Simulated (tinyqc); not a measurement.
Single-domain magnet: Stoner-Wohlfarth switching, Neel-Arrhenius retention, LLG dynamics and spin torque: one step, computed by the program tinyqc.

The moment is uniform, with unit vector m; z is the easy axis. mu_0 = 1.25663706212e-6 T m/A, gamma = 1.76085963023e11 rad/(s T).

Question. Retention at zero field. Delta = K_eff V/(k_B T); tau = exp(Delta)/f0; probability of a flip within t_w: P = 1 - exp(-t_w/tau). Wall width parameter sqrt(A/K_eff); a two-domain state costs 4 sqrt(A K_eff) times the cross-section that the wall cuts (d t).

Inputs (values chosen for the exercise, for a model magnet):
```
quantity              value  unit
diameter d               29    nm
thickness t             1.8    nm
exchange stiffness A    8.3  pJ/m
temperature T           450     K
attempt frequency f0      2   GHz
waiting time t_w      0.001     s
```

Shape: thin disc, easy axis normal to it.

K_eff = 712.7698 kJ/m^3

volume V = 1188.936 nm^3

Constants: k_B = 1.380649e-23 J/K.

Give: stability factor Delta; log10 of tau in s; probability of a flip; wall parameter; barrier of the wall path / k_B T.

Answer.

stability factor Delta = 136.4

log10 of tau in s = 49.94

probability of a flip = 1.158e-53

wall parameter = 3.412 nm

barrier of the wall path / k_B T = 81.74

Ten years (3.15e8 s) need Delta > 41.0 for tau alone; this element has 136.4. A wall path is cheaper than coherent rotation. Caution: a flat cylinder has a smaller N_z than the spheroid of the same t/d, so K_eff of a real disc is larger. Caution: a domain wall can cross the element at lower cost, so the single-domain barrier is an upper bound.
